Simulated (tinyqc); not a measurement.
Six-band k.p model of the valence band of a wurtzite crystal: one step. Edges and polarisation under strain.

At k = 0: E1 = D1c + D2c + Te + Le (pure HH); E2, E3 = Le + u +/- sqrt(u^2 + 2 D3c^2), u = (D1c - D2c + Te)/2, D1c = Dcr, D2c = D3c = Dso/3. The weight of LH in state 2 is fL = (E2 - Le)^2/((E2 - Le)^2 + 2 D3c^2). Relative strengths of transitions to the conduction band: for E perpendicular to c (TE) 1/2, fL/2, (1 - fL)/2; for E along c (TM) 0, 1 - fL, fL, with one momentum element for both directions.

Values chosen for the exercise (out of a larger set: of the order of those of hexagonal CdSe; not measured data): Dcr = 0.0456 eV (crystal-field splitting); Dso = 0.4152 eV (spin-orbit splitting).

Le (strain shift of all three valence states) = 0.0175278 eV
Te (further shift of HH and LH) = -0.0490723 eV

Problem. Use Le and Te.

Give: E1, E2, E3 under strain; fL; Relative strengths.

Solution.

E1, E2, E3 under strain (eV): 0.1525  0.1548  -0.2616

fL = 0.3296

Relative strengths:
```
state     TE     TM
1      0.500  0.000
2      0.165  0.670
3      0.335  0.330
```

The top is state 2, 67 % CH, which favours TM light; the next state lies 2.3 meV lower.

Run: tinyqc, `OMP_NUM_THREADS=1 python tinyqc.py 1080445 1080446 out.jsonl`; Intel(R) Xeon(R) Processor @ 2.30GHz, one thread, shared host; about 0.01 s of CPU time with all checks.
